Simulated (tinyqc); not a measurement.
Phonon transmission through an interface between two chains by Green functions: one step, computed by the program tinyqc. Command: `OMP_NUM_THREADS=1 python tinyqc.py 3022092 3022093 out.jsonl agf walk`. One thread of a shared host (Intel(R) Xeon(R) Processor @ 2.30GHz), about 0.01 s of CPU time with the checks.

Two semi-infinite chains (masses m_1, m_2; springs k_1, k_2), motion along the chain. The central region holds the end atom of each chain and two interlayer atoms of mass m_b, joined by springs k_b. lambda = omega^2 in eV/(angstrom^2 u); nu = 15.6333042 THz x sqrt(lambda).

Question. Band tops and impedances. nu_max = 15.6333042 THz x 2 sqrt(k/m); impedance Z = sqrt(k m); long-wave transmission 4 Z_1 Z_2/(Z_1 + Z_2)^2; the probe frequency is the given share of the lower band top.

Inputs (values chosen for the exercise, for two model chains):
```
quantity,value,unit
mass m_1,56.8,u
spring k_1,5.61,eV/angstrom^2
mass m_2,101,u
spring k_2,6.23,eV/angstrom^2
probe frequency / lower band top,0.93,-
```

Atoms in the interlayer: two.

Constants: nu for 1 eV/(angstrom^2 u) = 15.6333042 THz.

Give: band top of chain 1; band top of chain 2; Z_1; Z_2; long-wave transmission; probe frequency.

Answer.

band top of chain 1 = 9.826 THz

band top of chain 2 = 7.765 THz

Z_1 = 17.85 sqrt(eV u)/angstrom

Z_2 = 25.08 sqrt(eV u)/angstrom

long-wave transmission = 0.9716

probe frequency = 7.222 THz
